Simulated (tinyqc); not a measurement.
# Ferroelectric with a first-order transition, Landau-Devonshire energy: the upper branch of the loop

One domain with free energy u = al P^2 + be P^4 + ga P^6 - E P, al = a0 (T - T0), be < 0 < ga (P in uC/cm^2, E in kV/cm, u in mJ/cm^3). Equilibrium: E = 2 al P + 4 be P^3 + 6 ga P^5; a state is stable against small changes where dE/dP > 0. The coercive field is that of uniform switching, which real films, switching by domains, do not reach.

Ps^2 = [-be + sqrt(be^2 - 3 al ga)]/(3 ga); Pc^2 = [-3 be + sqrt(9 be^2 - 15 al ga)]/(15 ga), Ec = -E(Pc); susceptibility chi = 1/(eps0 dE/dP). P is the largest root of E(P) = Ea.

Parameters, values chosen for the exercise:
```
symbol,value,unit,meaning
a0,0.014,kV cm/(uC K),slope of the quadratic coefficient
T0,381,K,Curie-Weiss temperature
be,-0.00021,kV cm^5/uC^3,quartic coefficient
ga,8.4e-8,kV cm^9/uC^5,sixth-order coefficient
T,361,K,temperature
```

Constants: eps0 = 8.8541878128e-14 F/cm where lengths are in cm. Results are converted to the units shown.

Results:
```
Ea (kV/cm)	P (uC/cm^2)	u (mJ/cm^3)	chi
-28	37.41	474.6	1.331e4
-26	39.13	397.9	7576
-20	41.96	153.7	4013
-12	44.26	-191.8	2705
15	48.86	-1455	1451
29	50.49	-2151	1202
58	53.16	-3656	907.7
120	57.23	-7086	619.7
```

Estimate the missing row, Ea = 0 kV/cm.

Computed row:
```
Ea (kV/cm)	P (uC/cm^2)	u (mJ/cm^3)	chi
0	46.66	-738.1	1915
```

With this row back in the table: P rises from 37.4 to 57.2 uC/cm^2, and chi falls from 13300 to 620. The branch ends at -Ec = -29.2 kV/cm, P = 34.5 uC/cm^2, where dE/dP vanishes and chi diverges; there P still has 74 % of Ps.

tinyqc, about 0.01 s, one thread, Intel Xeon 2.30GHz (shared host): `OMP_NUM_THREADS=1 python tinyqc.py 2860004 2860005 out.jsonl`
